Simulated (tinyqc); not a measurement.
Off-state leakage of single and stacked transistors: two steps of the calculation.

n-channel devices of unit width. Subthreshold current I(Vg, Vs, Vd) = I0 (T/300 K)^0.5 exp[(Vg - Vs - VT(T) - gb (Vs - Vb) + dd (Vd - Vs))/(nf Vt)] (1 - exp(-(Vd - Vs)/Vt)), VT(T) = VT - cT (T - 300 K). Gate-edge tunnelling Ig (Vd/1 V) exp(ag (Vd - 1 V)), for a gate at 0 V, and band-to-band leakage Ab u exp(-Bb/u), u = Vd - Vb + 1 V, flow at a drain held at V; both are taken as independent of T. In a stack of off transistors (all gates at 0 V) the same subthreshold current passes through each.

Parameters, values chosen for the exercise; values of the order met in bulk silicon logic transistors: temperature T = 358 K; supply voltage V = 1 V; threshold at 300 K, zero drain and body bias VT = 0.4 V; fall of the threshold with temperature cT = 0.7 mV/K; current at threshold at 300 K I0 = 0.78 uA/um; slope factor nf = 1.31; drain-induced lowering per volt dd = 0.05; rise of the threshold per volt of source-body bias gb = 0.24; gate-edge tunnelling current at 1 V Ig = 1e-5 uA/um; exponential slope of the gate current ag = 6 1/V; prefactor of band-to-band leakage at the drain Ab = 1 uA/(um V); its exponential voltage Bb = 24 V; body voltage Vb = 0 V.

Constants: q = 1.602176634e-19 C, kB = 1.380649e-23 J/K, Vt = kB T/q. Results are converted to the units shown.

Problem 1. Leakage of one transistor. Vg = Vs = 0, Vd = V; effective threshold VT(T) - gb Vb - dd V.

Wanted: effective threshold; parts; total; shares.

Solution 1.

effective threshold = 0.3094 V
parts (nA/um): subthreshold 0.4033, gate edge 0.01000, band-to-band 0.01229
total = 0.4255 nA/um
shares (%): subthreshold 94.76, gate edge 2.350, band-to-band 2.888

The subthreshold part is the largest.

Problem 2. New Vx. Stack of two, Vx the node between them: I_low = I(0, 0, Vx), I_up = I(0, Vx, V), f = ln(I_up/I_low), f' = -(1 + gb + 2 dd)/(nf Vt) - 1/(Vt (exp(Vx/Vt) - 1)) - 1/(Vt (exp((V - Vx)/Vt) - 1)), Vx(new) = Vx - f/f'.

Vx at the start = 0.037 V

Find: I_low; I_up; f; f'; Vx after iteration 1.

Solution 2.

I_low = 0.085583 nA/um
I_up = 0.12378 nA/um
f = 0.36906
f' = -47.141 1/V
Vx after iteration 1 = 0.044829 V

tinyqc, about 0.03 s, one thread, Intel Xeon 2.30GHz (shared host): `OMP_NUM_THREADS=1 python tinyqc.py 2242124 2242125 out.jsonl`
